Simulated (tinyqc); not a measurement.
Inside a calculation. Method: coupled-perturbed Hartree-Fock on RHF in the sto-3g basis, for H4, spin multiplicity 1. One step of it, computed by the program tinyqc.

Problem. Response to a field: uncoupled start. Field along z; U_ai = -mu_ai / (e_a - e_i), alpha = -4 sum U_ai mu_ai.

orbital energies (hartree): MO1 -0.550308, MO2 -0.482583, MO3 0.427381, MO4 0.642195

dipole integrals <a|z|i> (bohr), order a3, a4:
$$\begin{pmatrix}
-0.001927 & 1.350549 \\
0.685573 & -0.000343
\end{pmatrix}$$

Give: uncoupled U; uncoupled polarisability.

Solution.

uncoupled U, order a3, a4:
$$\begin{pmatrix}
0.002 & -1.484 \\
-0.575 & 0.000
\end{pmatrix}$$

uncoupled polarisability = 9.594 bohr^3
